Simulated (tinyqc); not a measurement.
# Round nanowire with a gate all round, subbands and threshold shift from confinement: charge and subband filling against gate voltage

Undoped body with a flat potential across it, hard walls, transport along x. One isotropic valley (g = 1, mx = my = mz = me). Non-parabolicity enters the subband edges through E (1 + al E) = gamma, so E = 2 gamma/(1 + sqrt(1 + 4 al gamma)); motion within a subband is taken as parabolic with the band-edge mass. Energies are counted from the bulk band edge.

gamma = C (2 z/(t + dl))^2 (1/my + 1/mz)/2, z the zeros of the Bessel functions J_l (2.404826, 3.831706, 5.135622, 5.520078, ...), twofold for l > 0; the mean inverse mass is an approximation for anisotropic valleys, C = hbar^2/(2 m0). Each subband has N_k = g sqrt(2 mx m0 kB T/(pi hbar^2)). With degeneracy n = sum N_k F((EF - E_k)/Vt), F(x) = (1/sqrt(pi)) int_0^infinity u^(-1/2) du/(1 + exp(u - x)); gate: Vg = EF + q n/(Cg P), P = pi t, summed over the 60 lowest subbands at most, with Vg counted from the value that would put EF at the bulk band edge of an empty body. Cq = q dn/dEF.

Values chosen for this exercise; masses close to those of InAs:

| symbol | value | unit | meaning |
|---|---|---|---|
| T | 200 | K | temperature |
| me | 0.0225 | m0 | mass at the band edge |
| al | 2.9 | 1/eV | non-parabolicity |
| t | 8.7 | nm | diameter |
| dl | 0.2 | nm | widening of the box by penetration into the insulator |
| Cg | 2.6 | uF/cm^2 | gate capacitance per area of interface |

Constants: q = 1.602176634e-19 C, kB = 1.380649e-23 J/K, hbar = 1.054571817e-34 J s, m0 = 9.1093837015e-31 kg, Vt = kB T/q, hbar^2/(2 m0) = 0.0380998212 eV nm^2. Results are converted to the units shown.

Result of one run:

| Vg (V) | EF - E_1 (eV) | n (cm^-1) | n/P (cm^-2) | share of the lowest subband (%) | Cq/(Cg P) | total C/(Cg P) |
|---|---|---|---|---|---|---|
| 0.63 | 0.2633 | 4.064e6 | 1.487e12 | 61.65 | 0.7474 | 0.4277 |

What becomes of these results when the gate voltage Vg is changed from 0.63 to 0.5 V, all else the same?

Result of the changed run:

| Vg (V) | EF - E_1 (eV) | n (cm^-1) | n/P (cm^-2) | share of the lowest subband (%) | Cq/(Cg P) | total C/(Cg P) |
|---|---|---|---|---|---|---|
| 0.5 | 0.1776 | 2.099e6 | 7.678e11 | 97.84 | 0.1902 | 0.1598 |

The whole series:

| Vg (V) | EF - E_1 (eV) | n (cm^-1) | n/P (cm^-2) | share of the lowest subband (%) | Cq/(Cg P) | total C/(Cg P) |
|---|---|---|---|---|---|---|
| 0.13 | -0.1451 | 125.7 | 4.598e7 | 100.0 | 1.644e-4 | 1.643e-4 |
| 0.26 | -0.01862 | 1.568e5 | 5.737e10 | 100.0 | 0.1676 | 0.1435 |
| 0.38 | 0.07542 | 1.308e6 | 4.787e11 | 99.99 | 0.2172 | 0.1784 |
| 0.5 | 0.1776 | 2.099e6 | 7.678e11 | 97.84 | 0.1902 | 0.1598 |
| 0.63 | 0.2633 | 4.064e6 | 1.487e12 | 61.65 | 0.7474 | 0.4277 |
| 0.75 | 0.3395 | 6.007e6 | 2.198e12 | 47.40 | 0.4493 | 0.3100 |
| 0.88 | 0.4291 | 7.796e6 | 2.852e12 | 41.08 | 0.6353 | 0.3885 |
| 1 | 0.4916 | 1.035e7 | 3.786e12 | 33.13 | 1.023 | 0.5058 |
| 1.13 | 0.5562 | 1.325e7 | 4.848e12 | 27.52 | 0.9246 | 0.4804 |

EF passes E_1 = 0.275 eV at Vg = 0.283 V. The share of the lowest subband falls from 100 to 27.5 % and the total capacitance moves up and down between 1.64e-4 and 0.506 of Cg P. Between the last two rows 50 % of the added gate voltage goes into raising EF. For Vg = 0.63, 0.75, 0.88, 1, 1.13 the charge would bend the potential across the body by some 30 mV or more, which is left out.

Range of the model: Non-parabolicity also makes carriers heavier within each subband, which is left out, so densities of states are understated at high energy.

Program tinyqc, `OMP_NUM_THREADS=1 python tinyqc.py 2350128 2350129 out.jsonl`; Intel Xeon 2.30GHz, shared host, one thread, about 0.1 s.
